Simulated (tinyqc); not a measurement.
From results back to parameters: three-band tight binding of a dichalcogenide monolayer. Five cases, with inputs chosen for the exercise.

Problem. In the three-band model the dz2 level is e1 + 6 t0 at Gamma and e1 - 3 t0 at K; without spin-orbit coupling the other levels are e2 + 3 s at Gamma (twofold) and e2 - 3s/2 -/+ 3 sqrt3 t12 at K, s = t11 + t22, t12 > 0. The levels below come from hidden values.

Case 1.

dz2 levels (eV): Gamma -0.0670, K 1.5980

other levels (eV): Gamma 2.93900, K lower -0.01601, K upper 3.45501

Case 2.

dz2 levels (eV): Gamma -0.1100, K 1.7350

other levels (eV): Gamma 2.96500, K lower -0.04454, K upper 3.90454

Case 3.

dz2 levels (eV): Gamma -0.3240, K 1.5840

other levels (eV): Gamma 3.06200, K lower 0.00627, K upper 3.43573

Case 4.

dz2 levels (eV): Gamma -0.2160, K 1.5030

other levels (eV): Gamma 3.08600, K lower 0.06401, K upper 3.05699

Case 5.

dz2 levels (eV): Gamma -0.4170, K 1.1220

other levels (eV): Gamma 3.34500, K lower 0.02482, K upper 2.49818

Find: e1, t0, e2, t11 + t22, t12.

Solution. The dz2 levels differ by 9 t0. The level at Gamma lies 9s/2 above the mean of the two at K, whose splitting is 6 sqrt3 t12. t1, t2 and t11 - t22 need masses or other points.

Case 1.

e1, t0, e2, t11 + t22, t12 (eV): 1.043  -0.185  2.126  0.271  0.334

Case 2.

e1, t0, e2, t11 + t22, t12 (eV): 1.120  -0.205  2.275  0.230  0.380

Case 3.

e1, t0, e2, t11 + t22, t12 (eV): 0.948  -0.212  2.168  0.298  0.330

Case 4.

e1, t0, e2, t11 + t22, t12 (eV): 0.930  -0.191  2.069  0.339  0.288

Case 5.

e1, t0, e2, t11 + t22, t12 (eV): 0.609  -0.171  1.956  0.463  0.238

Computed by tinyqc, one run a case: `OMP_NUM_THREADS=1 python tinyqc.py N N+1 out.jsonl` with N = 1451547, 1451672, 1451806, 1451813, 1451839; one thread of a shared Intel(R) Xeon(R) Processor @ 2.30GHz, about 0.02 s a run at most.
